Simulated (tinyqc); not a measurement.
Haynes-Shockley experiment: drift, diffusion and decay of a minority-carrier pulse: one step, computed by the program tinyqc.

A thin sheet of excess carriers is made at x = 0, t = 0 in a long uniform bar; injection is low, so the pulse moves with the minority mobility.

Task: Shape in time. dn(x, t) = N0/sqrt(4 pi D t) exp(-(x - v t)^2/(4 D t) - t/tau). Times are 0.7, 0.8, 0.9, 0.95, 1, 1.05, 1.1, 1.2 and 1.4 t_p.

Inputs (values chosen for the exercise, modelled on electrons in p-type germanium in a lightly doped bar):

| quantity | value | unit |
|---|---|---|
| lifetime tau | 76 | microsecond |
| temperature T | 300 | K |
| distance d to the collector | 0.99 | cm |
| injected sheet density N0 | 4.5e+10 | 1/cm^2 |

time of the peak t_p = 8.743625 microsecond

D = 100.8228 cm^2/s

drift velocity v = 113100 cm/s

peak density = 3.809517e+11 1/cm^3

Give: the table «Signal at d» with the columns t (microsecond), dn (1/cm^3), dn/peak, for t/t_p = 0.70, 0.80, 0.90, 0.95, 1.00, 1.05, 1.10, 1.20, 1.40.

Result:

Signal at d:

| t/t_p | t (microsecond) | dn (1/cm^3) | dn/peak |
|---|---|---|---|
| 0.70 | 6.1 | 1.18e-04 | 3.11e-16 |
| 0.80 | 7.0 | 3.55e+05 | 9.32e-07 |
| 0.90 | 7.9 | 1.74e+10 | 4.57e-02 |
| 0.95 | 8.3 | 1.83e+11 | 4.82e-01 |
| 1.00 | 8.7 | 3.81e+11 | 1.00e+00 |
| 1.05 | 9.2 | 1.97e+11 | 5.16e-01 |
| 1.10 | 9.6 | 3.05e+10 | 8.01e-02 |
| 1.20 | 10.5 | 3.64e+07 | 9.55e-05 |
| 1.40 | 12.2 | 6.30e-03 | 1.65e-14 |

At 0.9 and 1.1 t_p the signal is 0.0457 and 0.0801 of its peak: the trailing side is the wider one.
